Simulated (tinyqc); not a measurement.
Pair-potential crystal by lattice sums: one step, computed by the program tinyqc. Command: `OMP_NUM_THREADS=1 python tinyqc.py 3027475 3027476 out.jsonl pairsum walk`. One thread of a shared host (Intel(R) Xeon(R) Processor @ 2.30GHz), about 0.01 s of CPU time with the checks.

Energy per atom E = (1/2) sum over neighbours of phi(r); d is the nearest-neighbour distance.

Problem. Energy and virial pressure. E = (1/2) sum count x phi; P = -(1/(6 Omega)) sum count x r phi', Omega = 0.707107 d^3.

Inputs (values chosen for the exercise, for model atoms): pair minimum r0 = 3.91 angstrom; trial neighbour distance d/r0 = 0.937.

Potential: Morse. Structure: hcp.

Shells:
```
shell  count  r (angstrom)    phi (eV)  phi' (eV/angstrom)  phi'' (eV/angstrom^2)
1         12      3.663670  -0.5133894           -2.693828               18.67129
2          6      5.181212  -0.1380672            0.245965               -0.41222
3          2      5.982748  -0.0317872            0.059387               -0.10871
4         18      6.345663  -0.0160609            0.030424               -0.05639
5         12      7.015394  -0.0044181            0.008704               -0.01640
6          6      7.327340  -0.0023665            0.004822               -0.00918
7         12      8.192215  -0.0003426            0.000876               -0.00183
8         12      8.721279  -0.0000687            0.000260               -0.00068
9          6      8.974122  -0.0000218            0.000122               -0.00043
10         6      9.220034  -0.0000030            0.000038               -0.00027
```

Constants: 1 eV/angstrom^3 = 160.2176634 GPa.

Give: energy at the trial distance; pressure at the trial distance.

Solution.

energy at the trial distance = -3.707 eV/atom

pressure at the trial distance = 81.04 GPa

The pressure is positive, so the lattice wants to expand.
